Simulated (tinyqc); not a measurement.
Where the wafer is too thin: surface photovoltage measurement of the minority-carrier diffusion length in a wafer. Computed by tinyqc, a small Python program. Command: `OMP_NUM_THREADS=1 python tinyqc.py 3130432 3130433 out.jsonl spv walk`. One thread of a shared host (Intel(R) Xeon(R) Processor @ 2.30GHz), about 0.01 s of CPU time with the checks.

Low injection, steady light, a depletion layer much thinner than 1/alpha and L. The excess density dn is taken at the front edge of the neutral region; light that reaches the back is lost.

Inputs (values chosen for the exercise, modelled on p-type silicon at room temperature):
```
quantity                          value        unit
wafer thickness W                   300  micrometre
diffusivity D                      24.4      cm^2/s
front recombination velocity S_f  23000        cm/s
back recombination velocity S_b     210        cm/s
photon flux entering              4e+12  1/(cm^2 s)
```

Method:
- alpha = (84.732/lambda - 76.417)^2 per cm with lambda in micrometre (an empirical fit for silicon between 0.7 and 1.05 micrometre).
- Thick wafer: dn = Phi L/((S_f + D/L)(L + 1/alpha)). Finite wafer, with s = S_b L/D, w = W/L, a = alpha L: dn = [Phi a/(a^2 - 1)] [a - B - exp(-alpha W)(a - s)/(cosh w + s sinh w)]/(S_f + B D/L), B = (sinh w + s cosh w)/(cosh w + s sinh w).
- Readings y = (Phi/dn) (1 + noise x g) at 780, 830, 880, 920, 950, 975 and 995 nm; a least-squares line y = c (1/alpha + L_app) gives L_app = intercept/slope.
- No noise; L is varied at fixed W, and the last two columns set S_b to 0 and to 1e7 cm/s.

Apparent length (micrometre):
```
L        W/L  given S_b  S_b = 0  S_b = 1e7
15    20.000      15.00    15.00      15.00
30    10.000      30.00    30.00      30.00
60     5.000      60.10    60.12      59.70
90     3.333      91.18    91.49      87.13
150    2.000     159.14   163.54     127.75
240    1.250     265.86   292.81     158.78
390    0.769     408.90   510.88     177.59
630    0.476     532.21   759.67     186.22
1200   0.250     621.89   993.41     190.45
```

What follows from these numbers?

With a fast back surface L_app levels off, at 190 micrometre in the last row; with a passive one it reaches up to 1.31 times L among these rows and is 993 in the last. All three columns are within 5 % of L down to W/L = 3.3.

Extremes, crossings and ranges named in words are read from the listed rows.
